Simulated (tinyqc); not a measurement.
Competing polymorphs of an oxide film: bulk, surface, grain-boundary, dopant and field terms. Which input was changed? Computed by tinyqc, a small Python program. Command: `OMP_NUM_THREADS=1 python tinyqc.py 3020774 3020775 out.jsonl polymorph which`. One thread of a shared host (Intel(R) Xeon(R) Processor @ 2.30GHz), about 0.05 s of CPU time with the checks.

Phases: monoclinic m (reference), polar orthorhombic o, tetragonal t. Free energies per formula unit (f.u.); 1 J/m^2 x angstrom^3/nm = 6.241509 meV.

Inputs (values chosen for the exercise, for a model oxide):

| quantity | value | unit |
|---|---|---|
| energy of the polar phase o over m | 64.4 | meV/f.u. |
| energy of the tetragonal phase t over m | 126 | meV/f.u. |
| entropy of o over m | 0.0067 | meV/(f.u. K) |
| entropy of t over m | 0.053 | meV/(f.u. K) |
| surface energy of m | 3.25 | J/m^2 |
| surface energy of o | 2.7 | J/m^2 |
| surface energy of t | 2.38 | J/m^2 |
| grain-boundary energy over surface energy | 0.47 | - |
| volume per formula unit Omega | 33.4 | angstrom^3 |
| film thickness h | 27 | nm |
| grain radius R | 25 | nm |
| temperature T | 900 | K |
| dopant content x | 4.6 | % |
| shift of o per % of dopant | -5.7 | meV/f.u. |
| shift of t per % of dopant | -17 | meV/f.u. |
| width sigma of ln R | 0.27 | - |
| interlayer thickness (SiO2) | 0.91 | nm |

Geometry: columnar grains in a film.

permittivities of m, o, t: 17  24  45

Method:
- Bulk term b = H - T S + (shift) x, zero for m. The undoped bulk turns from m to t at T = H_t/S_t.
- Area per volume: A = 2/h + f_b/R (two free faces; the side wall 2/R is shared by two grains and carries f_b gamma); G = b + gamma Omega A.
- With G = b + gamma Omega A (b the bulk free energy per formula unit, A the area per volume), two phases i, j cross at A_ij = (b_j - b_i)/(Omega (gamma_i - gamma_j)); o has a window only if A_mo < A_ot.
- Grain radii are log-normal by volume with median R and width sigma; the share with A above A* is that with radius below R*, R* = f_b/(A* - 2/h) (all grains if A* <= 2/h), share = (1/2) erfc[-ln(R*/R)/(sqrt 2 sigma)]. Effective permittivity of a layer of thickness h built of such grains, taken in parallel: sum of share x eps; EOT = interlayer + 3.9 h/eps.

Problem. One of these inputs alone was changed, within the range given: energy of the tetragonal phase t over m (63 to 252); temperature T (450 to 1800); dopant content x (2.3 to 9.2); shift of o per % of dopant (-11.4 to -2.85). Which one, and to what value?

Results:

| run | A_ot (1/nm) | G(o) - G(m) (meV/f.u.) | effective permittivity |
|---|---|---|---|
| before | -0.4804431 | 21.50138 | 45 |
| after | -0.7233630 | 19.15638 | 45 |

Solution.

Each candidate set to reproduce A_ot, and what it then gives:

| candidate | range searched | value needed | G(o) - G(m) (meV/f.u.) | effective permittivity |
|---|---|---|---|---|
| energy of the tetragonal phase t over m (meV/f.u.) | 63 to 252 | 109.8 | 21.501 | 45 |
| temperature T (K) | 450 to 1800 | 1250 | 19.156 | 45 |
| dopant content x (%) | 2.3 to 9.2 | 6.034 | 13.327 | 45 |
| shift of o per % of dopant (meV/f.u.) | -11.4 to -2.85 | out of reach | - | - |

Only temperature T fits every result: it went from 900 to 1250 K. The next best candidate, energy of the tetragonal phase t over m, misses one result by 12 %.

Caution: this is an equilibrium ranking; real films often keep the phase that nucleates first on cooling from t.
